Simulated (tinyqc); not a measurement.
# Trap spacing and activation energy from three currents

Inverse problem. In its exponential range, without heating, an amorphous layer of thickness ua passes I = (I0/2) exp[-(Ea - q V dz/(2 ua))/kB T]. Find dz, Ea and I0.

Inputs (values chosen for the exercise): amorphous thickness ua = 23 nm.

Constants: q = 1.602176634e-19 C, kB = 1.380649e-23 J/K. Results are converted to the units shown.

I at (0.58 V, 358 K), (0.88 V, 358 K) and (0.88 V, 398 K) (nA): 208.44700  789.58901  1667.5337

Answer. The two voltages give dz/ua, the two temperatures the lowered barrier.

dz = 6.30 nm
Ea = 0.350 eV
I0 = 2.68 mA

Program tinyqc, `OMP_NUM_THREADS=1 python tinyqc.py 2490071 2490072 out.jsonl`; Intel Xeon 2.30GHz, shared host, one thread, about 0.01 s.
